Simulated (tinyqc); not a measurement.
What each parameter does: Gamma, L and X subbands of a thin body with non-parabolic valleys.

Hard walls, flat band, c = hbar^2/2m0, energies from the bulk Gamma edge. For a valley at angle theta to the normal 1/m_z = cos^2/ml + sin^2/mt and m_d = sqrt(ml mt^2/m_z). Subband n starts at E_v + e with e (1 + a e) = c (n pi/t)^2/m_z, and its density-of-states mass is taken as m_d (1 + 2 a e), without further growth at higher in-plane energy. Groups are named by valley and degeneracy.

n_i = g m/(2 pi c) kB T ln(1 + exp((EF - E_i)/kB T)), sum n_i = Ns (1e12/cm^2 = 1e-4/angstrom^2), c = hbar^2/2m0. Quantum capacitance Cq = 1602.176634 sum g m/(2 pi c) f_i in microfarad/cm^2 with f_i = 1/(1 + exp((E_i - EF)/kB T)); Cox = 34.5313/eot (one gate); C/Cox = Cq/(Cq + Cox), the centroid term left out.

Constants: hbar^2/2m0 = 3.80998211 eV angstrom^2; kB = 8.617333262e-05 eV/K.

Values chosen for the exercise (near those of a thin Ge channel; the results hold for these values, not for the real material):
- face = 110 (surface)
- mG = 0.0382 m0 (Gamma mass)
- aG = 1.03 1/eV (Gamma non-parabolicity)
- EL = -0.163 eV (L edge above Gamma)
- mL = (1.543, 0.082) m0 (L valleys (four, along <111>): ml, mt)
- EX = 0.015 eV (X edge above Gamma)
- mX = (0.899, 0.191) m0 (Delta valleys (six, along <100>): ml, mt)
- aS = 0.56 1/eV (non-parabolicity of L and X)
- Ns = 6.5 x 1e12/cm^2 (sheet density)
- T = 300 K (temperature)
- eot = 10 angstrom (equivalent oxide thickness)
- t = 50 angstrom (body thickness)

n = 1 to 8 of all groups.

Results for these values:
```
case  lowest edge (eV)  EF (eV)  Gamma share (%)  C/Cox
base            -0.098   -0.076              0.0  0.877
```

What happens to each result for t = 58 angstrom, all else kept?

Answer: lowest edge falls from -0.098 to -0.114; EF falls from -0.076 to -0.095; Gamma share does not change at the printed digits; C/Cox rises from 0.877 to 0.884.

The same for each parameter in turn:
```
case                   lowest edge (eV)  EF (eV)  Gamma share (%)  C/Cox
base                             -0.098   -0.076              0.0  0.877
t = 58 angstrom                  -0.114   -0.095              0.0  0.884
mG = 0.0439 m0                   -0.098   -0.076              0.0  0.877
aG = 0.72 1/eV                   -0.098   -0.076              0.0  0.877
EL = -0.113 eV                   -0.048   -0.029              0.0  0.884
Ns = 9.75 x 1e12/cm^2            -0.098   -0.058              0.0  0.902
eot = 8 angstrom                 -0.098   -0.076              0.0  0.851
T = 250 K                        -0.098   -0.071              0.0  0.883
```

Program tinyqc; command `OMP_NUM_THREADS=1 python tinyqc.py 1251041 1251042 out.jsonl`; about 0.04 s on one thread of a shared Intel(R) Xeon(R) Processor @ 2.30GHz.
